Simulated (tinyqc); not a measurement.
Inside a calculation (part 2 of 2). Method: RHF in the sto-6g basis, for H6, spin multiplicity 1. Computed by tinyqc, a small Python program that keeps every step (integrals from PySCF). Command: `OMP_NUM_THREADS=1 python tinyqc.py 23777 23778 out.jsonl` (the two numbers bound the seeds that draw the settings). One thread of a shared host (Intel(R) Xeon(R) Processor @ 2.60GHz), about 0.1 s of CPU time with the checks.

Geometry (angstrom):
```
atom         x         y         z
H     0.000000  0.000000  0.000000
H     0.000000  0.000000  0.816000
H     0.000000  0.000000  1.977000
H     0.000000  0.000000  2.793000
H     0.000000  0.000000  3.953000
H     0.000000  0.000000  4.769000
```

## Iteration 3: DIIS over 3 matrices

error matrix X^T (FDS - SDF) X:
```
           1          2          3          4          5          6
1   0.000000  -0.000001  -0.000826   0.000114  -0.037712  -0.000006
2   0.000001   0.000000  -0.000001  -0.062982  -0.000018   0.019754
3   0.000826   0.000001   0.000000  -0.000010   0.027671  -0.000006
4  -0.000114   0.062982   0.000010   0.000000  -0.000001  -0.000696
5   0.037712   0.000018  -0.027671   0.000001   0.000000  -0.000001
6   0.000006  -0.019754   0.000006   0.000696   0.000001   0.000000
```

B (overlaps of the stored error matrices):
```
               1              2              3
1  9.9765248e-03  6.7520954e-03  5.4439440e-03
2  6.7520954e-03  1.9147905e-02  1.5826261e-02
3  5.4439440e-03  1.5826261e-02  1.3092094e-02
```

Minimise |sum c_i e_i|^2 with sum c_i = 1: solve [B -1; -1 0][c; lambda] = [0; -1] with B_ij = tr e_i^T e_j, and take F = sum c_i F_i.

DIIS coefficients: 0.115989  -4.372546  5.256557

extrapolated F (hartree):
```
           1H 1s      2H 1s      3H 1s      4H 1s      5H 1s      6H 1s
1H 1s  -0.326976  -0.560504  -0.158733  -0.031365  -0.003356  -0.004335
2H 1s  -0.560504  -0.389802  -0.340528  -0.158538  -0.024160  -0.003353
3H 1s  -0.158733  -0.340528  -0.394325  -0.570178  -0.158795  -0.031419
4H 1s  -0.031365  -0.158538  -0.570178  -0.394509  -0.341014  -0.158988
5H 1s  -0.003356  -0.024160  -0.158795  -0.341014  -0.390000  -0.560530
6H 1s  -0.004335  -0.003353  -0.031419  -0.158988  -0.560530  -0.326985
```

## Iteration 3: diagonalisation and new density

X:
```
               1          2          3          4          5         6
1H 1s  -0.515642  -0.771182  -0.649895   0.432303   0.374401  0.198571
2H 1s   0.832567   0.912914   0.444956   0.229870   0.386613  0.275931
3H 1s  -1.129915  -0.286345   0.625152  -0.432471   0.114092  0.345668
4H 1s   1.130916  -0.284996  -0.624982  -0.432151  -0.113966  0.345822
5H 1s  -0.834659   0.911632  -0.445113   0.230128  -0.386057  0.276358
6H 1s   0.516886  -0.770096   0.650209   0.432746  -0.373873  0.198892
```

Diagonalise F' = X^T F X, C = X C', fill 3 alpha and 3 beta electrons from the bottom; D = 2 C_occ C_occ^T. Each column has its largest component positive (the first on a tie).

F' = X^T F X (hartree):
```
           1          2          3          4          5          6
1   1.116869   0.000079   0.011937   0.000128  -0.034271  -0.000004
2   0.000079   0.698617   0.000011  -0.056420  -0.000012   0.005667
3   0.011937   0.000011   0.369076  -0.000008   0.003383   0.000040
4   0.000128  -0.056420  -0.000008  -0.411763  -0.000001   0.008160
5  -0.034271  -0.000012   0.003383  -0.000001  -0.570909   0.000032
6  -0.000004   0.005667   0.000040   0.008160   0.000032  -0.686738
```

orbital energies (hartree): MO1 -0.687019, MO2 -0.571619, MO3 -0.414361, MO4 0.368902, MO5 0.701496, MO6 1.117753

coefficients C:
```
            MO1        MO2        MO3        MO4        MO5        MO6
1H 1s  0.189230   0.366387  -0.398834  -0.640088  -0.791237  -0.533459
2H 1s  0.263737   0.401809  -0.284001   0.433364   0.901018   0.831692
3H 1s  0.360262   0.088803   0.435353   0.643385  -0.262577  -1.122031
4H 1s  0.360507  -0.088450   0.435170  -0.643178  -0.261677   1.122861
5H 1s  0.264409  -0.401143  -0.284329  -0.433527   0.899996  -0.833436
6H 1s  0.189689  -0.365756  -0.399251   0.640441  -0.790314   0.534488
```

D after iteration 3:
```
           1H 1s      2H 1s      3H 1s      4H 1s      5H 1s      6H 1s
1H 1s   0.658233   0.620788  -0.145850  -0.275497   0.032922   0.122243
2H 1s   0.620788   0.623329   0.014112  -0.128098  -0.021397   0.032903
3H 1s  -0.145850   0.014112   0.654414   0.622950  -0.128299  -0.275916
4H 1s  -0.275497  -0.128098   0.622950   0.654323   0.014143  -0.146013
5H 1s   0.032922  -0.021397  -0.128299   0.014143   0.623341   0.620789
6H 1s   0.122243   0.032903  -0.275916  -0.146013   0.620789   0.658321
```

## Iteration 8 (converged): orbitals

converged F (hartree):
```
           1H 1s      2H 1s      3H 1s      4H 1s      5H 1s      6H 1s
1H 1s  -0.331591  -0.566916  -0.155198  -0.027103  -0.002171  -0.004497
2H 1s  -0.566916  -0.392488  -0.336063  -0.155376  -0.022157  -0.002167
3H 1s  -0.155198  -0.336063  -0.399106  -0.576668  -0.155629  -0.027151
4H 1s  -0.027103  -0.155376  -0.576668  -0.399286  -0.336544  -0.155450
5H 1s  -0.002171  -0.022157  -0.155629  -0.336544  -0.392683  -0.566940
6H 1s  -0.004497  -0.002167  -0.027151  -0.155450  -0.566940  -0.331602
```

As before.

F' = X^T F X (hartree):
```
           1          2          3          4          5          6
1   1.118818   0.000082   0.014223   0.000140  -0.037908  -0.000004
2   0.000082   0.703579   0.000014  -0.062327  -0.000014   0.007909
3   0.014223   0.000014   0.376215  -0.000008   0.005997   0.000038
4   0.000140  -0.062327  -0.000008  -0.428784   0.000000   0.009279
5  -0.037908  -0.000014   0.005997   0.000000  -0.577798   0.000033
6  -0.000004   0.007909   0.000038   0.009279   0.000033  -0.686002
```

orbital energies (hartree): MO1 -0.686411, MO2 -0.578686, MO3 -0.431834, MO4 0.375990, MO5 0.707039, MO6 1.119931

coefficients C:
```
            MO1        MO2        MO3        MO4        MO5        MO6
1H 1s  0.187693   0.367095  -0.396933  -0.637410  -0.792560  -0.536169
2H 1s  0.260173   0.402281  -0.289577   0.431916   0.900273   0.832224
3H 1s  0.363806   0.084758   0.433830   0.647082  -0.260172  -1.120223
4H 1s  0.364050  -0.084373   0.433657  -0.646874  -0.259301   1.121044
5H 1s  0.260866  -0.401608  -0.289906  -0.432089   0.899257  -0.833952
6H 1s  0.188171  -0.366461  -0.397344   0.637774  -0.791635   0.537190
```

D after iteration 8:
```
           1H 1s      2H 1s      3H 1s      4H 1s      5H 1s      6H 1s
1H 1s   0.655087   0.622902  -0.145607  -0.269552   0.033216   0.117022
2H 1s   0.622902   0.626749   0.006243  -0.129606  -0.019477   0.033197
3H 1s  -0.145607   0.006243   0.655495   0.626851  -0.129810  -0.269965
4H 1s  -0.269552  -0.129606   0.626851   0.655419   0.006266  -0.145775
5H 1s   0.033216  -0.019477  -0.129810   0.006266   0.626771   0.622907
6H 1s   0.117022   0.033197  -0.269965  -0.145775   0.622907   0.655168
```

## Convergence

Stop when the energy changes by less than 1e-10 hartree and every element of the error matrix X^T (F D S - S D F) X is below 3e-06.

Course of the cycle:
```
iteration  E (hartree)     change  largest element of the error matrix
1          -2.54567239          -                             4.85e-02
2          -3.28827308  -7.43e-01                             7.78e-02
3          -3.28995932  -1.69e-03                             6.30e-02
4          -3.29356333  -3.60e-03                             7.38e-03
5          -3.29361847  -5.51e-05                             5.69e-04
6          -3.29361877  -3.03e-07                             3.00e-05
7          -3.29361877  -9.01e-10                             8.08e-07
8          -3.29361877  -5.29e-13                             4.31e-09
```

PySCF RHF in the same basis = -3.29361877 hartree

Converged in 8 iterations.

## Populations, bond orders and dipole

overlap S:
```
          1H 1s     2H 1s     3H 1s     4H 1s     5H 1s     6H 1s
1H 1s  1.000000  0.610409  0.124391  0.031386  0.003572  0.000654
2H 1s  0.610409  1.000000  0.407390  0.124391  0.016916  0.003572
3H 1s  0.124391  0.407390  1.000000  0.610409  0.124590  0.031441
4H 1s  0.031386  0.124391  0.610409  1.000000  0.407911  0.124590
5H 1s  0.003572  0.016916  0.124590  0.407911  1.000000  0.610409
6H 1s  0.000654  0.003572  0.031441  0.124590  0.610409  1.000000
```

Mulliken: Z minus the diagonal of D S on the atom; Loewdin: the same with S^(1/2) D S^(1/2); Mayer order: 2 sum_s sum (D(s) S)_ij (D(s) S)_ji over the two atoms.

Charges (e):
```
atom   Mulliken    Loewdin
1H    -0.008935  -0.021628
2H     0.006815   0.019373
3H     0.002100   0.002200
4H     0.002133   0.002304
5H     0.006828   0.019422
6H    -0.008942  -0.021671
```

Mayer bond orders:
```
pair      order
2-1    0.932892
3-1   -0.001357
3-2    0.067024
4-1    0.058110
4-2   -0.001359
4-3    0.877392
5-1   -0.000085
5-2    0.001481
5-3   -0.001360
5-4    0.067211
6-1    0.010360
6-2   -0.000085
6-3    0.058296
6-4   -0.001359
6-5    0.932707
```

dipole moment about the origin, x y z (debye): 0.000000  0.000000  0.000095
